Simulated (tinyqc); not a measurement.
# Long-channel MOSFET, surface-potential model: two studies

n-channel transistor on a uniformly doped p-type body, gradual-channel approximation, constant mobility, Boltzmann statistics, full ionisation. Potentials are counted from the neutral body; V is the electron quasi-Fermi potential, Vsb at the source and Vsb + Vds at the drain. Charges are magnitudes per area.

Parameters, values chosen for the exercise; material values close to those of gallium arsenide:
- T = 300 K (temperature)
- Eg = 1.4 eV (band gap)
- eps_r = 13 (relative permittivity of the semiconductor)
- Nc = 4.37e17 cm^-3 (conduction-band density of states at T)
- Nv = 9.13e18 cm^-3 (valence-band density of states at T)
- Na = 1.6e17 cm^-3 (acceptor density of the body)
- eox = 3.82 (relative permittivity of the gate insulator)
- tox = 4.2 nm (insulator thickness)
- Vfb = -0.91 V (flat-band voltage)
- mu = 380 cm^2/(V s) (channel mobility)
- W = 10 um (gate width)
- L = 5 um (gate length)
- Vsb = 0 V (source-body reverse bias)
- Vds = 0.1 V (drain-source voltage)

Constants: q = 1.602176634e-19 C, kB = 1.380649e-23 J/K, Vt = kB T/q, eps0 = 8.8541878128e-14 F/cm where lengths are in cm. Results are converted to the units shown.

Each table varies one quantity; the others keep the values above.

## Output curve

ni = sqrt(Nc Nv) exp(-Eg/(2 Vt)), Eg in volts; phiF = Vt ln(Na/ni); Cox = eps0 eox/tox; gamma = sqrt(2 q eps0 eps_r Na)/Cox. The surface potential psi at channel potential V solves Vgs + Vsb - Vfb - psi = gamma sqrt(G), G = psi - Vt + Vt exp((psi - 2 phiF - V)/Vt). Charge sheet: Qi = Cox gamma [sqrt(G) - sqrt(psi - Vt)]; I = mu (W/L) [integral of Qi dpsi from psi_0 to psi_L (drift) + Vt (Qi0 - QiL) (diffusion)], with psi_0 at V = Vsb and psi_L at V = Vsb + Vds. Pao-Sah: Qi(V) = (Cox gamma/2) integral from 3 Vt to psi of exp((u - 2 phiF - V)/Vt)/sqrt(G(u, V)) du, and I = mu (W/L) integral of Qi dV from Vsb to Vsb + Vds. Square law: VT = Vfb + 2 phiF + gamma sqrt(2 phiF + Vsb), m = 1 + gamma/(2 sqrt(2 phiF + Vsb)), I = mu Cox (W/L) [(Vgs - VT) v - m v^2/2] with v the smaller of Vds and (Vgs - VT)/m, and zero below VT.

In this table Vgs = 1 V.

Output curve:
```
Vds (V),psi_L (V),QiL (nC/cm^2),"I, charge sheet (uA)","I, Pao-Sah (uA)","I, square law (uA)"
0.04,1.412,115.4,3.878,3.998,6.805
0.09,1.451,79.66,7.497,7.727,13.75
0.14,1.487,47.40,9.848,10.15,18.96
0.18,1.510,25.93,10.93,11.26,21.88
0.23,1.530,8.188,11.53,11.88,23.97
0.28,1.537,1.584,11.69,12.03,24.39
0.33,1.539,0.2429,11.72,12.06,24.39
0.37,1.539,0.05213,11.72,12.07,24.39
0.42,1.539,0.007550,11.72,12.07,24.39
```

What does the table show?

The Pao-Sah current rises from 4.00 to 12.1 uA, while the charge at the drain end falls from 115 to 0.00755 nC/cm^2. The current first comes within 1 % of its last value at Vds = 0.28 V among the rows listed; the square law saturates at (Vgs - VT)/m = 0.265 V. Over the last two rows psi_L moves by less than 1 mV: the drain has lost hold of the surface potential, so the current no longer grows. In the last row the charge sheet is 2.9 % below Pao-Sah and the square law 2.02 times it. In every row the surface electron density at the source passes 0.3 Nc, where degeneracy and quantisation, left out here, matter.

## Transfer curve from weak to strong inversion

Same model as above.

gm = dI/dVgs of the charge-sheet current.

Result of one run:
```
Vgs (V),"I, charge sheet (uA)","I, Pao-Sah (uA)",drift share (%),gm/I (1/V),"I, square law (uA)"
1.55,37.70,38.55,95.56,1.506,48.59
```

What becomes of these results when the gate-source voltage Vgs is changed from 1.55 to 1.02 V, all else the same?

Result of the changed run:
```
Vgs (V),"I, charge sheet (uA)","I, Pao-Sah (uA)",drift share (%),gm/I (1/V),"I, square law (uA)"
1.02,9.025,9.302,83.86,5.379,16.15
```

The whole series:
```
Vgs (V),"I, charge sheet (uA)","I, Pao-Sah (uA)",drift share (%),gm/I (1/V),"I, square law (uA)"
0.5,7.589e-5,7.684e-5,0.008441,33.35,0
0.68,0.03060,0.03096,3.224,32.54,0
0.85,1.995,2.049,56.07,14.58,5.750
1.02,9.025,9.302,83.86,5.379,16.15
1.2,18.29,18.80,91.29,2.927,27.17
1.38,28.14,28.84,94.14,1.977,38.19
1.55,37.70,38.55,95.56,1.506,48.59
1.72,47.41,48.39,96.43,1.213,59.00
1.9,57.81,58.91,97.05,1.004,70.01
```

The charge-sheet current rises from 7.59e-5 to 57.8 uA. In the first row gm/I is 33.4 1/V, a swing of 69.0 mV a decade, against Vt ln 10 = 59.5 mV a decade for an ideal gate; in the last it is 1.00 1/V. Drift passes half of the current at Vgs = 0.85 V among the rows listed (VT = 0.699 V). The charge sheet departs most from Pao-Sah at Vgs = 1.02 V, where it is 3.0 % below it. In the last row the square law is 19 % above Pao-Sah. For Vgs = 0.85 to 1.9 V the surface electron density at the source passes 0.3 Nc, where degeneracy and quantisation, left out here, matter.

Computed by the program tinyqc: `OMP_NUM_THREADS=1 python tinyqc.py 2360146 2360147 out.jsonl`, one thread of a shared Intel Xeon 2.30GHz, about 0.07 s for the whole run.
